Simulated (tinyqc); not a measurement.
# Ferroelectric switching, Landau-Khalatnikov equation: coercive field against sweep rate

One domain: rho dP/dt = E - (2 al P + 4 be P^3), with al = -3 sqrt(3) Ec/(4 Pr), be = 3 sqrt(3) Ec/(8 Pr^3), so that the static loop has remanence Pr and coercive field Ec. With P in uC/cm^2, E in kV/cm, rho in ohm m and t in ns, dP/dt = [E - 2 al P - 4 be P^3]/(100 rho).

The field rises as E = 4 Em t/Tp (the first quarter of a triangular wave of period Tp) from P = -Pr; the dynamic coercive field Ed is E when P crosses zero.

Inputs (values chosen for the exercise); remanent polarisation and coercive field close to those of strontium bismuth tantalate films:
- Pr = 10 uC/cm^2 (remanent polarisation)
- Ec = 42 kV/cm (static coercive field)
- rho = 7.8 ohm m (viscosity of the polarisation)
- Em = 120 kV/cm (field amplitude)

Results:
```
Tp (ns)  dE/dt (kV/(cm ns))  Ed (kV/cm)  Ed/Ec - 1
1300                 0.3692       103.8      1.471
3000                 0.1600       79.88     0.9018
7100                0.06761       64.62     0.5387
17000               0.02824       55.26     0.3158
95000              0.005053       46.48     0.1067
2.2e5              0.002182       44.61    0.06208
5.3e5              9.057e-4       43.47    0.03500
1.3e6              3.692e-4       42.82    0.01941
```

Estimate the missing row, Tp = 40000 ns.

Computed row:
```
Tp (ns)  dE/dt (kV/(cm ns))  Ed (kV/cm)  Ed/Ec - 1
40000               0.01200       49.77     0.1850
```

With this row back in the table: As the period grows, Ed falls from 104 to 42.8 kV/cm, towards the static Ec = 42 kV/cm. The excess Ed/Ec - 1 goes as Tp^(-0.59) between the first two rows and as Tp^(-0.66) between the last two; slow passage through a saddle-node point gives -2/3.

Numbers from tinyqc (`OMP_NUM_THREADS=1 python tinyqc.py 2860110 2860111 out.jsonl`; about 0.1 s on one thread of a shared Intel Xeon 2.30GHz).
